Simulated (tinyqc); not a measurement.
Inside a calculation. Method: inverse iteration on a symmetric matrix. One step of it, computed by the program tinyqc.

Task: Step 2. solve (A - shift) w = v; v' = w/|w| with its largest component positive (the first on a tie); lambda = v'^T A v'.

A, lower triangle:
```
           1         2         3
1   0.397000
2  -0.405000  1.353000
3  -0.594000  0.073000  3.336000
```

vector after step 1: 0.907581  0.368071  0.202043

shift = -0.100000

Give: vector after step 2; Rayleigh quotient after step 2.

Result:

vector after step 2: 0.9331  0.3170  0.1698

Rayleigh quotient after step 2 = 0.1578
